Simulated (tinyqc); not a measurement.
# Schottky diode by the thermionic emission-diffusion theory: effect of the mobility

Metal on an n-type semiconductor with one parabolic valley; V > 0 is forward bias (metal positive). The band bends as a parabola over the depletion layer, by Vd = Vbi - V; no image force. Carriers drift and diffuse up to the interface and leave it with the velocity vR.

A* = 4 pi q me m0 kB^2/h^3 (times 1e-4 for A/(cm^2 K^2)); Nc = 2 (2 pi me m0 kB T/h^2)^1.5 (times 1e-6 for cm^-3); Vbi = phi - Vt ln(Nc/Nd); vR = A* T^2/(q Nc). LD = sqrt(eps0 eps_r Vt/(q Nd)), a = sqrt((Vbi - V)/Vt), D(a) = exp(-a^2) int_0^a exp(s^2) ds (Dawson), vD = mun Vt/(sqrt(2) LD D(a)). J = q Nc [vR vD/(vR + vD)] exp(-phi/Vt) [exp(V/Vt) - 1].

Parameters, values chosen for the exercise; band and dielectric values close to those of gallium nitride: temperature T = 400 K; electron mass me = 0.201 m0; relative permittivity eps_r = 9.44; barrier height seen from the metal phi = 1.13 eV; donor density Nd = 1.4e15 cm^-3; bias V = 0.4 V.

Constants: q = 1.602176634e-19 C, kB = 1.380649e-23 J/K, h = 6.62607015e-34 J s, m0 = 9.1093837015e-31 kg, Vt = kB T/q, eps0 = 8.8541878128e-14 F/cm where lengths are in cm. Results are converted to the units shown.

The same in every row: vR (cm/s) = 6.928e6.

Effect of the mobility:
```
mun (cm^2/(V s))  vD (cm/s)  vD/(vR + vD)  J (A/cm^2)
1.2                 1.809e4      0.002604    6.386e-6
4.4                 6.634e4      0.009484    2.325e-5
16                  2.412e5       0.03364    8.250e-5
57                  8.594e5        0.1103    2.706e-4
210                 3.166e6        0.3136    7.691e-4
750                 1.131e7        0.6201    0.001520
2700                4.071e7        0.8546    0.002095
9800                1.478e8        0.9552    0.002342
```

What does the comparison show, and why?

J rises from 6.39e-6 to 0.00234 A/cm^2, as mun^(0.99) between the first two rows and mun^(0.09) between the last two. vD equals vR at mun = 460 cm^2/(V s): below that diffusion limits the current, above it emission. In 2 of the 8 rows vD exceeds 3e7 cm/s, beyond usual saturation velocities, since the low-field mobility is used at the surface field.

Numbers from tinyqc (`OMP_NUM_THREADS=1 python tinyqc.py 2640166 2640167 out.jsonl`; about 0.01 s on one thread of a shared Intel Xeon 2.30GHz).
